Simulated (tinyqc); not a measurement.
KAI against NLS in time: switching kinetics of a ferroelectric film and the memory window of a ferroelectric gate stack. Computed by tinyqc, a small Python program. Command: `OMP_NUM_THREADS=1 python tinyqc.py 3003295 3003296 out.jsonl feswitch walk`. One thread of a shared host (Intel(R) Xeon(R) Processor @ 2.30GHz), about 0.01 s of CPU time with the checks.

Fields in MV/cm; 1 microcoulomb/cm^2 over eps_0 is 11.29409 MV/cm. In the stack (metal, ferroelectric, interlayer, channel) the channel is taken as a conductor.

Inputs (values chosen for the exercise, for a model film): dimension n = 3; half width w of log10 t = 0.99.

Method. KAI: 1 - exp[-(t/t1)^n]. NLS: the same kernel averaged over the Lorentzian F = (1/pi) w/[(z - log10 t1)^2 + w^2] in z = log10 tau.

Switched share:
```
log10(t/t1)     KAI      NLS
-3.0         0.0000  0.10455
-2.0         0.0000  0.15284
-1.0         0.0010  0.26538
-0.5         0.0311  0.37609
-0.2         0.2221  0.46327
0.0          0.6321  0.52539
0.2          0.9813  0.58594
0.5          1.0000  0.66608
1.0          1.0000  0.76198
2.0          1.0000  0.85805
3.0          1.0000  0.90082
```

What follows from these numbers?

KAI goes from 10 to 90 % within 0.45 decades of time; a Lorentzian of this width needs about 2 w tan(0.4 pi) = 6.1 decades. Three decades after t1, 9.9 % of the NLS film has not switched, and three decades before it 10.5 % already has: the tails set write margins and disturb errors.
